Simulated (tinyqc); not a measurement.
# Changing the force F along the ring

Model: kinetic Monte Carlo and master equation for a particle on a ring of sites with traps and bias. Computed by tinyqc, a small Python program. Command: `OMP_NUM_THREADS=1 python tinyqc.py 3002624 3002625 out.jsonl kmc sweep`. One thread of a shared host (Intel(R) Xeon(R) Processor @ 2.30GHz), about 0.01 s of CPU time with the checks.

5 sites on a ring, numbered 1 to 5. The saddle between i and i+1 lies at E0 + s b_i and site i at s eps_i; a force F tilts the landscape, with the saddle half-way.

Inputs (values chosen for the exercise, for a model defect):
```
quantity                        value      unit
reference barrier E0             0.34        eV
scale factor s of the disorder      1         -
attempt frequency nu              1.2       THz
temperature T                     240         K
site spacing a                    2.7  angstrom
```

Disorder: both.

site energies eps_i (eV): -0.027  0  0  -0.013  -0.021

saddle shifts b_i between sites i and i+1 (eV): 0.025  -0.0019  -0.027  -0.023  0.022

Constants: k_B = 8.617333262e-05 eV/K.

Method:
- Rates: k(i to i+1) = nu exp(-(E0 + s b_i - s eps_i - F a/2)/(k_B T)), k(i to i-1) = nu exp(-(E0 + s b_(i-1) - s eps_i + F a/2)/(k_B T)).
- Share right = k right/(k right + k left); mean stay = 1/(k right + k left).
- Master equation dP/dt = W P, W_(i+1,i) = k right, W_(i-1,i) = k left, columns summing to zero. The steady state is its null vector; drift v = a sum P_i (k right - k left). D = a^2 lambda''(0)/2, where lambda(q) is the leading eigenvalue of W with right hops weighted by exp(q) and left hops by exp(-q).
- The slowest relaxation rate is minus the real part of the next eigenvalue of W. 1 angstrom = 1e-8 cm.
- At zero force D0 = a^2 nu exp(-E0/(k_B T)) / [<exp(-s eps/(k_B T))> <exp(s b/(k_B T))>], with means over the ring; Einstein relation v = D0 F/(k_B T); 1 angstrom = 1e-8 cm.

One run for each value; columns: (1) force F along the ring (eV/angstrom); (2) drift velocity v (cm/s); (3) Einstein drift (cm/s); (4) diffusivity D (cm^2/s); (5) slowest relaxation rate (1/s):
```
(1)             (2)        (3)        (4)        (5)
1.50e-04  1.428e-05  1.435e-05  1.970e-11  2.204e+04
3.20e-04  3.030e-05  3.062e-05  1.960e-11  2.202e+04
6.80e-04  6.360e-05  6.507e-05  1.941e-11  2.201e+04
1.40e-03  1.278e-04  1.340e-04  1.918e-11  2.219e+04
3.10e-03  2.679e-04  2.967e-04  1.946e-11  2.343e+04
6.50e-03  5.227e-04  6.220e-04  2.325e-11  2.860e+04
1.40e-02  1.147e-03  1.340e-03  3.936e-11  4.846e+04
2.90e-02  3.452e-03  2.775e-03  1.056e-10  1.329e+05
6.10e-02  2.841e-02  5.837e-03  8.518e-10  1.078e+06
```

Over the rows, drift velocity v (cm/s) rises from 1.43e-5 to 0.0284 (exponent d ln y / d ln x 0.99 between the first rows and 2.8 between the last); Einstein drift (cm/s) rises from 1.44e-5 to 0.00584 (exponent d ln y / d ln x about 1.0 throughout); diffusivity D (cm^2/s) goes from 1.97e-11 through a minimum among these rows, 1.92e-11 at 0.00140, to 8.52e-10. At the low end the exponent of drift velocity v is 0.99, close to 1: linear response. At the low end the exponent of diffusivity D is -0.01, close to 0: a weak force leaves D unchanged. The ratio of drift to Einstein drift goes from 0.995 to 4.87; on a ring without disorder it is sinh(y)/y with y = F a/(2 k_B T), 6.73 in the last row.

Extremes, crossings and ranges named in words are read from the listed rows.
